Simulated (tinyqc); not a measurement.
Worked calculation: G0W0 on RHF in the sto-6g basis, for H3+, spin multiplicity 1. One step of it, computed by the program tinyqc.

Question. Screening: direct RPA. With D = e_a - e_i and K = (ia|jb): diagonalise D^(1/2) (D + 4K) D^(1/2) = Z w^2 Z^T; X + Y = D^(1/2) Z w^(-1/2), each column of Z with its largest component positive (the first on a tie); E_c = (sum w - tr (D + 2K)) / 2.

orbital energies (hartree): MO1 -1.306712, MO2 -0.035108, MO3 0.080115

Two-electron integrals over orbitals (pq|rs), unique and non-zero (hartree):
```
(11|11) 0.637322    (21|11) -1.19e-06   (21|21) 0.144400    (22|11) 0.611214
(22|21) 0.000008    (22|22) 0.682315    (31|11) 0.012593    (31|21) 3.91e-08
(31|22) -0.077607   (31|31) 0.143873    (32|11) 6.87e-08    (32|21) -0.089371
(32|22) -1.12e-06   (32|31) -0.000008   (32|32) 0.074863    (33|11) 0.624001
(33|21) -0.000009   (33|22) 0.559868    (33|31) 0.086816    (33|32) 1.09e-06
(33|33) 0.690955
```

Give: D^(1/2) (D + 4K) D^(1/2); excitation energies w; X + Y; RPA correlation energy.

Answer.

D^(1/2) (D + 4K) D^(1/2) (hartree^2):
```
       1>2    1>3
1>2  2.351  0.000
1>3  0.000  2.721
```

excitation energies w (hartree): 1.533  1.650

X + Y:
```
         1      2
1>2  0.911  0.000
1>3  0.000  0.917
```

RPA correlation energy = -0.02593 hartree
